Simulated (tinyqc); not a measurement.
Inside a calculation: Weaire-Thorpe hybrids on a Bethe lattice: gap and dangling bond of an amorphous tetrahedral solid. Values are carried at full precision from step to step, so a last printed digit may differ when a step is redone from the rounded ones.

Four sp3 hybrids an atom at energy 0, coupled by -V1 on the atom and by -V2 along a bond; the bonds form a tree (no rings). For any network the gap runs at least from -V2 + V1 to V2 - 3 V1, and p-like states pile up at -V2 + V1 and V2 + V1. On the tree the gap is wider: it ends at Ec = -V1 + sqrt(V2^2 + 4 V1^2 - 2 sqrt3 V1 V2), which makes it well wider than the gaps of the real glasses. A branch seen from a hybrid has the self-energy S = V2^2 g, where g is the Green function of the hybrid across the bond, whose three partners carry S themselves. With a = z - V1, b = a - S: g = 1/(a + V1 b/(b + 3 V1)), z = E + i eta. A full atom has G = (1/b)(b + 3 V1)/(b + 4 V1) per hybrid; a dangling hybrid with shift dh has G = 1/(1/g - dh).

Inputs chosen for the exercise (of the size of tabulated hybrid energies for amorphous germanium; not measured data): V1 = 1.92 eV (coupling of two hybrids on one atom); V2 = 4.36 eV (coupling of the two hybrids of a bond); E = -3.95 eV (energy); eta = 0.03 eV (broadening); dh = -0.62 eV (shift of the dangling hybrid (rehybridisation)).

## Edges

Bounds -V2 + V1 and V2 - 3 V1. On the tree the s-like bands are narrower: E = -V1 -/+ sqrt(V2^2 + 4 V1^2 + V1 V2 e) with e from -2 sqrt3 to 2 sqrt3 (for a crystal, -4 to 4), so the conduction edge is -V1 + sqrt(V2^2 + 4 V1^2 - 2 sqrt3 V1 V2).

edges (eV): Ev -2.4400, Ec(bound) -1.4000, Ec(tree) 0.2609

gaps (eV): (bound, reached in the crystal) 1.0400, (tree) 2.7009

The gap needs no periodicity, only V2 > 2 V1 (here V2/V1 = 2.271); leaving out rings widens it by 1.661 eV. Two parameters give the trend, not the value.

## The self-energy at one energy

S = V2^2 g is a quadratic A S^2 + B S + C = 0 with A = a + V1, B = -(a (a + 4 V1) + V2^2), C = V2^2 (a + 3 V1), a = z - V1. Of the two roots take the one with Im S < 0 (if both qualify, the decaying one, with the smaller |V1 V2 g/(b + 3 V1)|).

A, B, C: -3.9500+0.0300i  -8.3840+0.1218i  -2.0911+0.5703i

roots (eV): -0.2852+0.0877i  -1.8374-0.0730i

S = -1.8374-0.0730i eV

## Densities at that energy

With z = E + i eta, b = z - V1 - S: full atom G = (b + 3 V1)/(b (b + 4 V1)); g = S/V2^2; dangling hybrid 1/(1/g - dh); densities -Im G/pi.

G (1/eV): (bulk) -0.1174-0.0067i, (dangling with dh = 0) -0.0967-0.0038i, (dangling with dh) -0.1028-0.0043i
densities (1/eV): (bulk) 0.0021, (dangling with dh = 0) 0.0012, (dangling with dh) 0.0014

## The dangling-bond level

For eta = 0 the level solves 1/g(E) = dh inside the gap (bisection); its weight on the dangling hybrid is 1/(d(1/g)/dE), by central differences with step 1e-5 eV.

level = -0.2967 eV
above Ev = 2.1433 eV
weight on the dangling hybrid = 0.528

The level lies at 79 % of the gap of the tree; 47 % of it spreads over the back bonds.

## Checks

- Conduction edge from the formula against the zero of the discriminant: both 0.260943.
- S from the quadratic against damped iteration of S = V2^2 g: both -1.837440.

tinyqc: `OMP_NUM_THREADS=1 python tinyqc.py 1482752 1482753 out.jsonl`; about 0.03 s, one thread, shared Intel(R) Xeon(R) Processor @ 2.30GHz.
